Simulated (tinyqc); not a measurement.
Growth of a silicide layer between metal and silicon: linear-parabolic kinetics, ramp anneals and Kissinger analysis: one step, computed by the program tinyqc. Command: `OMP_NUM_THREADS=1 python tinyqc.py 3022893 3022894 out.jsonl silicide walk`. One thread of a shared host (Intel(R) Xeon(R) Processor @ 2.30GHz), about 0.2 s of CPU time with the checks.

One compound layer of thickness x grows by diffusion through itself and reaction at an interface, dx/dt = 1/(2x/K + 1/v), until the metal is used up at x = a h.

Question. Geometry at full reaction. Silicon consumed b h, sheet resistance rho/(final thickness) with 1 micro-ohm cm/nm = 10 ohm; margin to the junction x_j - b h.

Inputs (values chosen for the exercise, modelled on CoSi):
```
quantity                                value          unit
metal thickness h                          21            nm
silicon consumed per metal thickness b   1.82             -
silicide resistivity                      120  micro-ohm cm
junction depth x_j                         55            nm
```

final thickness = 42.42 nm

Give: silicon consumed; sheet resistance; margin to the junction.

Answer.

silicon consumed = 38.22 nm

sheet resistance = 28.29 ohm/square

margin to the junction = 16.78 nm

The layer takes 69 % of the junction depth; its surface lies 4.20 nm above the original silicon surface.
